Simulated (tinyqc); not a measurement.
Electron mobility in a silicon inversion layer, empirical terms and Matthiessen rule: one step of the calculation.

Inversion layer of sheet density Ns on a uniformly doped body. The mobility terms are empirical power laws with prefactors chosen for the exercise; adding their inverses (Matthiessen) is itself an approximation.

Problem. Inversion density for the measured current. I = (W/L) q Ns mu Vd. E = q (Ndep + eta Ns)/(eps0 eps_r) in MV/cm. With t = T/(300 K): muC = Ac (Ns/1e12 cm^-2) t/(Nb/1e17 cm^-3 + Nit/1e11 cm^-2), muP = Ap E^(-1/3) t^(-1.75), muS = As E^(-gs); 1/mu is the sum of the inverses. Ns(new) = I/((W/L) q mu Vd).

Values chosen for this exercise; material values close to those of silicon: temperature T = 300 K; relative permittivity of the semiconductor eps_r = 11.9; body doping Nb = 1.6e18 cm^-3; weight of the inversion charge in the effective field eta = 0.5; phonon-limited mobility at 1 MV/cm and 300 K Ap = 417 cm^2/(V s); roughness-limited mobility at 1 MV/cm As = 1210 cm^2/(V s); exponent of the roughness term gs = 2; Coulomb prefactor Ac = 3100 cm^2/(V s); charge at the interface Nit = 8.6e10 cm^-2; ratio W/L WL = 5; drain voltage Vd = 0.01 V; measured linear current I = 3.08 uA.

Constants: q = 1.602176634e-19 C, eps0 = 8.8541878128e-14 F/cm where lengths are in cm. Results are converted to the units shown.

Ns after iteration 1 = 2.6470026e12 cm^-2
Ndep = 6.4595712e12 cm^-2

Wanted: E; mu; Ns after iteration 2.

Solution.

E = 1.1835 MV/cm
mu = 173.95 cm^2/(V s)
Ns after iteration 2 = 2.2103e12 cm^-2

Numbers from tinyqc (`OMP_NUM_THREADS=1 python tinyqc.py 2510009 2510010 out.jsonl`; about 0.01 s on one thread of a shared Intel Xeon 2.30GHz).
